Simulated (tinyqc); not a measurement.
Which input was changed? Model: interdiffusion in a binary couple: Darken equations, Kirkendall shift and Boltzmann-Matano analysis. Computed by tinyqc, a small Python program. Command: `OMP_NUM_THREADS=1 python tinyqc.py 3022526 3022527 out.jsonl darken which`. One thread of a shared host (Intel(R) Xeon(R) Processor @ 2.30GHz), about 0.8 s of CPU time with the checks.

x is the mole fraction of B; the molar volume is constant, and the two halves are long enough to count as infinite.

Inputs (values chosen for the exercise, for a model alloy A-B):
```
quantity                            value   unit
tracer diffusivity D*_A(0)        1.3e-16  m^2/s
tracer diffusivity D*_B(0)        3.1e-16  m^2/s
slope k of ln D* with x             -0.07      -
regular-solution parameter W        0.057     eV
temperature T                        1270      K
left composition x_L                 0.17      -
right composition x_R                0.61      -
time t                             120000      s
composition x for the local step     0.31      -
```

Vacancy-wind correction: Manning, fcc.

Constants: k_B = 8.617333262e-05 eV/K.

Method:
- D*_i(x) = D*_i(0) exp(k x); thermodynamic factor Phi = 1 - 2 W x (1 - x)/(k_B T); with f0 = 0.7815, M0 = 2 f0/(1 - f0), den = M0 ((1 - x) D*_A + x D*_B): D_A = D*_A Phi [1 + 2 (1 - x)(D*_A - D*_B)/den], D_B = D*_B Phi [1 - 2 x (D*_A - D*_B)/den]; interdiffusion D~ = x D_A + (1 - x) D_B.
- With lambda = z/sqrt(t), the profile solves d/dlambda (D~ dx/dlambda) + (lambda/2) dx/dlambda = 0 with x = x_L and x_R far to the left and right; z = 0 is the original interface. It is solved as a boundary-value problem in y = lambda/sqrt(D~ at the mean composition) on -12 < y < 12 (collocation, tolerance 1e-8).
- Read from the profile: the position z(x), the area -int_(x_L)^x z dx and the slope.
- Lattice planes move with v = (D_B - D_A) dx/dz; markers from the original interface stay at one composition, where z_K = 2 t v.

Task: One of these inputs alone was changed, within the range given: tracer diffusivity D*_A(0) (6.5e-17 to 2.6e-16); tracer diffusivity D*_B(0) (1.55e-16 to 6.2e-16); slope k of ln D* with x (-0.14 to -0.035); regular-solution parameter W (0.0285 to 0.114). Which one, and to what value?

Results; columns: (1) run; (2) interdiffusion coefficient D~ at the local x (m^2/s); (3) marker position z_K (um); (4) slope dx/dz at the local x (1/um):
```
(1)              (2)       (3)         (4)
before  2.012514e-16  1.079024  0.02226587
after   1.898132e-16  1.044945  0.02292113
```

Result:

Each candidate set to reproduce interdiffusion coefficient D~ at the local x, and what it then gives:
```
candidate                                range searched  value needed  marker position z_K (um)  slope dx/dz at the local x (1/um)
tracer diffusivity D*_A(0) (m^2/s)   6.5e-17 to 2.6e-16  out of reach                         -                                  -
tracer diffusivity D*_B(0) (m^2/s)  1.55e-16 to 6.2e-16     2.908e-16                    0.9911                           0.022943
slope k of ln D* with x                 -0.14 to -0.035  out of reach                         -                                  -
regular-solution parameter W (eV)       0.0285 to 0.114       0.06830                    1.0449                           0.022921
```

Only regular-solution parameter W fits every result: it went from 0.057 to 0.0683 eV. The next best candidate, tracer diffusivity D*_B(0), misses one result by 5.2 %.
